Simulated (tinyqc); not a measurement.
All together: low-temperature mobility of a two-dimensional electron gas with static screening. Computed by tinyqc, a small Python program. Command: `OMP_NUM_THREADS=1 python tinyqc.py 3020278 3020279 out.jsonl twodeg walk`. One thread of a shared host (Intel(R) Xeon(R) Processor @ 2.30GHz), about 0.01 s of CPU time with the checks.

One subband is filled, the gas is degenerate and scatters at the Fermi circle; one permittivity serves on both sides of the interface. All formulas are in SI units, masses times m_0. Piezoelectric and polar phonons are left out, and n_s is taken as set by a gate, independent of N_i.

Inputs (values chosen for the exercise, modelled on an InAs channel):
```
quantity,value,unit
in-plane mass m,0.0294,m_0
mass across the layer m_z,0.0302,m_0
permittivity eps,14.7,-
valley degeneracy g_v,1,-
sheet density n_s,2.2e+11,1/cm^2
depletion charge N_d,5e+10,1/cm^2
roughness height Delta,0.26,nm
correlation length Lambda,2.4,nm
remote charge density N_i,2.2e+11,1/cm^2
distance d of the charges from the interface,29,nm
density rho,5680,kg/m^3
sound velocity v_l,4320,m/s
deformation potential D_A,7,eV
temperature T,4.2,K
```

Wave function: Fang-Howard. Roughness spectrum: exponential.

Constants: m_0 = 9.1093837015e-31 kg; e = 1.602176634e-19 C; eps_0 = 8.8541878128e-12 F/m; hbar = 1.054571817e-34 J s; k_B = 1.380649e-23 J/K.

Method:
- k_F = sqrt(2 pi n_s/g_v); E_F = hbar^2 k_F^2/(2 m); q_TF = g_v m e^2/(2 pi eps eps_0 hbar^2); Fang-Howard parameter b = [12 m_z e^2 (N_d + 11 n_s/32)/(eps eps_0 hbar^2)]^(1/3), mean depth 3/b; effective field F = e (N_d + n_s/2)/(eps eps_0).
- Form factors with u = q/b: screening G(q) = [1 + 9u/8 + 3u^2/8]/(1 + u)^3, remote charge P(q) = exp(-q d)/(1 + u)^3. Dielectric function eps(q) = 1 + q_TF G(q)/q, with q = 2 k_F sin(theta/2).
- Roughness: <|U|^2> = (e F)^2 S(q), S = pi Delta^2 Lambda^2/(1 + q^2 Lambda^2/2)^(3/2).
- 1/tau_t = (m/(pi hbar^3)) int_0^pi (1 - cos theta) <|U|^2>/eps(q)^2 dtheta; the quantum rate 1/tau_q drops the factor (1 - cos theta); 200 Gauss-Legendre points in s with theta = pi s^2, s from 0 to 1; mu = e tau_t/m.
- Remote charges: <|U|^2> = N_i [e^2 P(q)/(2 eps eps_0 q)]^2.
- Unscreened deformation potential in equipartition: 1/tau = m D_A^2 k_B T I/(rho v_l^2 hbar^3), I = int |psi|^4 dz = 3 b/16 for the Fang-Howard function (used for both wave-function options); mu = e tau/m. Bloch-Grueneisen temperature T_BG = 2 hbar v_l k_F/k_B.
- At the Fermi circle the rates add, so 1/mu is the sum; sheet resistance 1/(n_s e mu); mean free path hbar k_F mu/e; the quantum time adds the rates 1/tau_q, with the isotropic acoustic rate e/(m mu).

roughness mobility = 3.25449e+07 cm^2/(V s)

remote-charge mobility = 3.17960e+06 cm^2/(V s)

acoustic mobility = 1.04419e+08 cm^2/(V s)

k_F = 0.117571 1/nm

tau_q, roughness = 661.612 ps

tau_q, charges = 0.416772 ps

Mobilities:
```
process,mu (cm^2/(V s)),share of 1/mu (%)
roughness,3.2545e+07,8.6601
remote charges,3.1796e+06,88.641
acoustic phonons,1.0442e+08,2.6991
```

mobility mu = 2.8184e+06 cm^2/(V s)

sheet resistance = 10.066 ohm

mean free path = 21811 nm

Dingle ratio tau_t/tau_q = 113.14

What does the comparison show, and why?

The largest single share of 1/mu (89 %) belongs to remote charges: they are many or near enough that screening leaves their potential the strongest. The Dingle ratio of 113 marks small-angle scattering by a smooth potential. Caution: T is below the Bloch-Grueneisen temperature T_BG, so equipartition fails: the acoustic mobility is only a lower bound and the acoustic share of 1/mu is overstated.

Extremes, crossings and ranges named in words are read from the listed rows.
